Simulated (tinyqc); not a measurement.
Middle barrier of the double well: double quantum well by finite differences.

Finite differences on points z_i at the centres of cells of width h: H_ii = (c/h^2)(1/m_(i-1/2) + 1/m_(i+1/2)) + V_i, H_(i,i+1) = -(c/h^2)/m_(i+1/2), where m_(i+1/2) is the mean of the masses at the two points (the end values are repeated outwards), psi = 0 on the points beyond both ends, c = hbar^2/2m0. The field adds e F (z - z0) with z0 the middle of the structure; 1 kV/cm = 1e-5 eV/angstrom.

Constants: hbar^2/2m0 = 3.80998211 eV angstrom^2.

Inputs chosen for the exercise (out of a larger set: near those of a GaAs well in AlGaAs; not measured data): layers = ((76, 0.194, 0.0869), (57, 0, 0.0665), (38, 0.194, 0.0869), (76, 0, 0.0665), (76, 0.194, 0.0869)) (each layer: thickness in angstrom, band edge in eV, mass in m0); hf = 1.1875 angstrom (cell width of the fine grid); ws = (4.75, 9.5, 14.25, 19, 28.5, 38, 57) angstrom (widths of the middle barrier).

Fine grid, zero field, the third layer set to each width in turn. kappa = sqrt(m (V - E)/c) in that layer at the mean of E1 and E2 of the last row.

Splitting:
```
width (angstrom)  E1 (eV)  E2 (eV)  E2 - E1 (meV)  ln(E2 - E1)
4.75               0.0267   0.0712          44.52        3.796
9.50               0.0319   0.0680          36.05        3.585
14.25              0.0355   0.0654          29.89        3.397
19.00              0.0379   0.0635          25.54        3.240
28.50              0.0405   0.0612          20.67        3.029
38.00              0.0415   0.0602          18.71        2.929
57.00              0.0420   0.0597          17.75        2.876
```

kappa = 0.0571 1/angstrom

The splitting falls from 44.5 to 17.75 meV; the last slope of its logarithm is -0.0028 per angstrom, far from -kappa = -0.0571: the wells differ in width, so E2 - E1 levels off at the detuning of the two single-well levels.

Program tinyqc; command `OMP_NUM_THREADS=1 python tinyqc.py 1281197 1281198 out.jsonl`; about 0.05 s on one thread of a shared Intel(R) Xeon(R) Processor @ 2.30GHz.
